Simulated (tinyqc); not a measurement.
Plane-wave Kohn-Sham cycle with exchange-only LDA in a layered model solid, step by step. One step of it, computed by the program tinyqc.

Question. Iteration 2: Hamiltonian at one k. H(m,m') = (k + G_m)^2/2 delta + V(G_m - G_m'), with V(-G) = V(G).

A solid whose potential varies along x alone (atomic units):

| parameter | value |
|---|---|
| period a | 8.400000 |
| cross-section of the cell | 36.000000 |
| electrons per cell | 2 |
| grid points | 16 |
| plane waves -n..n, n | 3 |
| k points | 1 |
| V1 in V1 cos(2 pi x/a) | -0.580000 |

V(G_m), m = 0, 1, 2, ... (hartree): -0.184810  -0.288177  -0.000472  -0.000296  -0.000056  -0.000002  0.000001

k = 0.000000 2 pi / a

Give: H.

Answer.

H (hartree), lower triangle:
```
        -3      -2      -1      +0      +1      +2     +3
-3   2.333
-2  -0.288   0.934
-1   0.000  -0.288   0.095
+0   0.000   0.000  -0.288  -0.185
+1   0.000   0.000   0.000  -0.288   0.095
+2   0.000   0.000   0.000   0.000  -0.288   0.934
+3   0.000   0.000   0.000   0.000   0.000  -0.288  2.333
```
